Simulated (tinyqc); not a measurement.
# Yield against design margin

Cells fail independently with probability Q(k) = erfc(k/sqrt(2))/2 when the margin is k standard deviations, and Y = exp(-Nb Q(k)). phi = exp(-k^2/2)/sqrt(2 pi).  k = margin/s(dVT). With one spare that repairs any one cell, Y1 = exp(-x)(1 + x), x = Nb Q(k).

Values chosen for this exercise:
```
symbol    value  unit          meaning
Nb      8388608        number of cells
```

s(dVT) = 35.5 mV

Yield against design margin:

| M (mV) | k | Q(k) | expected failures x | Y | Y1 |
|---|---|---|---|---|---|
| 176 | 4.958 | 3.566e-7 | 2.991 | 0.05023 | 0.2005 |
| 189 | 5.324 | 5.077e-8 | 0.4259 | 0.6532 | 0.9314 |
| 198 | 5.577 | 1.220e-8 | 0.1024 | 0.9027 | 0.9951 |
| 207 | 5.831 | 2.755e-9 | 0.02311 | 0.9772 | 0.9997 |
| 220 | 6.197 | 2.874e-10 | 0.002411 | 0.9976 | 1.000 |
| 233 | 6.563 | 2.630e-11 | 2.206e-4 | 0.9998 | 1.000 |
| 246 | 6.930 | 2.110e-12 | 1.770e-5 | 1.000 | 1.000 |
| 264 | 7.437 | 5.165e-14 | 4.332e-7 | 1.000 | 1.000 |

Over a change of the margin from 176 to 264 mV, k goes from 4.96 to 7.44, the expected failures fall by 6.8 decades and the yield goes from 0.0502 to 1.000. The spare helps most at M = 189 mV among the rows, where it lifts the yield from 0.653 to 0.931.

Program tinyqc, `OMP_NUM_THREADS=1 python tinyqc.py 2090157 2090158 out.jsonl`; Intel Xeon 2.30GHz, shared host, one thread, about 0.01 s.
